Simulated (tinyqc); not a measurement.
Inside a calculation. Method: Pariser-Parr-Pople SCF with singles CI, for the molecule Nc1ccc(N)cc(=O)c1 (SMILES; centres numbered as the heavy atoms are written). One step of it, computed by the program tinyqc.

Problem. Iteration 2: orbitals and new P. Diagonalise F (the basis is taken as orthonormal) and form P = 2 sum c c over the lowest orbitals; 0.5 of the old P is kept.

F (eV), order 1N, 2C, 3C, 4C, 5C, 6N, 7C, 8C, 9O, 10C:
```
[[-9.082792, -4.319108, 0.031605, 0.372621, 0.085822, -0.331491, -0.146264, -0.097094, -0.263844, 1.431108],
 [-4.319108, -5.971518, -3.693448, 0.101837, 0.057190, 0.085822, -0.019868, 0.106260, 0.369964, -4.513885],
 [0.031605, -3.693448, -4.351894, -5.681897, 0.101837, 0.372621, 0.344492, 0.006457, -0.177903, 0.205016],
 [0.372621, 0.101837, -5.681897, -4.351894, -3.693448, 0.031605, 0.205016, 0.006457, -0.177903, 0.344492],
 [0.085822, 0.057190, 0.101837, -3.693448, -5.971518, -4.319108, -4.513885, 0.106260, 0.369964, -0.019868],
 [-0.331491, 0.085822, 0.372621, 0.031605, -4.319108, -9.082792, 1.431108, -0.097094, -0.263844, -0.146264],
 [-0.146264, -0.019868, 0.344492, 0.205016, -4.513885, 1.431108, -3.743615, -4.057152, 0.135572, 0.323016],
 [-0.097094, 0.106260, 0.006457, 0.006457, 0.106260, -0.097094, -4.057152, -2.907290, -4.908093, -4.057152],
 [-0.263844, 0.369964, -0.177903, -0.177903, 0.369964, -0.263844, 0.135572, -4.908093, -8.185681, 0.135572],
 [1.431108, -4.513885, 0.205016, 0.344492, -0.019868, -0.146264, 0.323016, -4.057152, 0.135572, -3.743615]]
```

pi electrons, sum of z_r less the charge = 12

P after iteration 1, order 1N, 2C, 3C, 4C, 5C, 6N, 7C, 8C, 9O, 10C:
```
[[1.393613, 0.502147, -0.011350, -0.199850, -0.055284, 0.273404, 0.094212, 0.052076, 0.175800, -0.514037],
 [0.502147, 1.360024, 0.345162, -0.040105, -0.027020, -0.055284, 0.009386, -0.041840, -0.199286, 0.562375],
 [-0.011350, 0.345162, 0.985549, 0.871580, -0.040105, -0.199850, -0.162758, -0.003051, 0.114946, -0.080742],
 [-0.199850, -0.040105, 0.871580, 0.985549, 0.345162, -0.011350, -0.080742, -0.003051, 0.114946, -0.162758],
 [-0.055284, -0.027020, -0.040105, 0.345162, 1.360024, 0.502147, 0.562375, -0.041840, -0.199286, 0.009386],
 [0.273404, -0.055284, -0.199850, -0.011350, 0.502147, 1.393613, -0.514037, 0.052076, 0.175800, 0.094212],
 [0.094212, 0.009386, -0.162758, -0.080742, 0.562375, -0.514037, 1.251610, 0.441317, -0.049155, -0.127168],
 [0.052076, -0.041840, -0.003051, -0.003051, -0.041840, 0.052076, 0.441317, 1.108703, 0.591749, 0.441317],
 [0.175800, -0.199286, 0.114946, 0.114946, -0.199286, 0.175800, -0.049155, 0.591749, 0.909706, -0.049155],
 [-0.514037, 0.562375, -0.080742, -0.162758, 0.009386, 0.094212, -0.127168, 0.441317, -0.049155, 1.251610]]
```

Give: orbital energies; P after iteration 2.

Solution.

orbital energies (eV): [-13.9798, -12.8953, -12.0711, -10.1775, -7.9427, -7.9244, -0.7672, -0.5306, 3.8519, 5.0440]

P after iteration 2, order 1N, 2C, 3C, 4C, 5C, 6N, 7C, 8C, 9O, 10C:
```
[[1.5478, 0.4992, -0.0362, -0.1799, -0.0072, 0.1421, 0.1089, -0.0247, 0.1596, -0.4713],
 [0.4992, 1.2238, 0.3669, -0.0089, -0.0628, -0.0072, -0.0351, 0.0424, -0.2185, 0.6362],
 [-0.0362, 0.3669, 0.9786, 0.8645, -0.0089, -0.1799, -0.2017, -0.0514, 0.1178, -0.0270],
 [-0.1799, -0.0089, 0.8645, 0.9786, 0.3669, -0.0362, -0.0270, -0.0514, 0.1178, -0.2017],
 [-0.0072, -0.0628, -0.0089, 0.3669, 1.2238, 0.4992, 0.6362, 0.0424, -0.2185, -0.0351],
 [0.1421, -0.0072, -0.1799, -0.0362, 0.4992, 1.5478, -0.4713, -0.0247, 0.1596, 0.1089],
 [0.1089, -0.0351, -0.2017, -0.0270, 0.6362, -0.4713, 1.1621, 0.4489, -0.0840, -0.0313],
 [-0.0247, 0.0424, -0.0514, -0.0514, 0.0424, -0.0247, 0.4489, 0.9281, 0.6301, 0.4489],
 [0.1596, -0.2185, 0.1178, 0.1178, -0.2185, 0.1596, -0.0840, 0.6301, 1.2471, -0.0840],
 [-0.4713, 0.6362, -0.0270, -0.2017, -0.0351, 0.1089, -0.0313, 0.4489, -0.0840, 1.1621]]
```
